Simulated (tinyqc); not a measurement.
Molecular dynamics of a small cluster by velocity Verlet steps: one step, computed by the program tinyqc.

E = sum_i {sum_j A exp(-p (r_ij/r0 - 1)) - xi sqrt(rho_i)}, rho_i = sum_j exp(-2 q (r_ij/r0 - 1)); the force on i is -sum_j w_ij (R_i - R_j)/r_ij with w_ij = -(2p/r0) A exp(-p (r_ij/r0 - 1)) + (xi q/r0) exp(-2 q (r_ij/r0 - 1)) (rho_i^(-1/2) + rho_j^(-1/2)).

Question. Step 1. Velocity Verlet: a = c F/M with c = 9.648533212e-3 angstrom/fs^2 per eV/(angstrom u); R(new) = R + v dt + a dt^2/2; v(new) = v + (a + a(new)) dt/2. Kinetic energy K = M v^2/(2c); temperature T = 2K/((3N - 3) k_B), rotation of the cluster included.

Inputs (values chosen for the exercise, for model atoms):
```
quantity,value,unit
length r0,2.99,angstrom
repulsion A,0.16,eV
hopping xi,2.19,eV
decay p,9.59,-
decay q,2.43,-
atomic mass M,182,u
time step dt,4.1,fs
```

Potential: Gupta. Thermostat: none.

starting positions (angstrom):
```
,x,y,z
atom 1,0.06,0.03,-0.04
atom 2,2.78,0.02,0.03
atom 3,1.45,2.39,-0.03
atom 4,1.43,0.85,2.24
atom 5,1.38,0.73,-2.25
```

starting velocities (angstrom/fs):
```
,x,y,z
atom 1,0.00075,-0.0011,-0.00018
atom 2,-0.00053,0.00202,-0.00058
atom 3,0.00061,9e-05,-1e-05
atom 4,6e-05,-0.0001,-4e-05
atom 5,-0.00089,-0.0009,0.00081
```

Constants: 1 eV/(angstrom u) = 9.648533212e-03 angstrom/fs^2; k_B = 8.617333262e-05 eV/K.

Give: positions after step 1; new forces; velocities after step 1; total energy.

Answer.

positions after step 1 (angstrom):
```
,x,y,z
atom 1,0.063,0.025,-0.041
atom 2,2.778,0.028,0.028
atom 3,1.452,2.390,-0.030
atom 4,1.430,0.850,2.240
atom 5,1.376,0.726,-2.247
```

new forces (eV/angstrom):
```
,x,y,z
atom 1,-0.3534,-0.1230,0.4043
atom 2,0.3223,-0.2006,-0.1026
atom 3,-0.0694,0.1787,-0.0648
atom 4,-0.1106,-0.0059,-0.3107
atom 5,0.2111,0.1508,0.0738
```

velocities after step 1 (angstrom/fs):
```
,x,y,z
atom 1,0.000678,-0.001127,-0.000095
atom 2,-0.000468,0.001982,-0.000604
atom 3,0.000598,0.000125,-0.000024
atom 4,0.000037,-0.000102,-0.000109
atom 5,-0.000844,-0.000869,0.000833
```

total energy = -18.95 eV
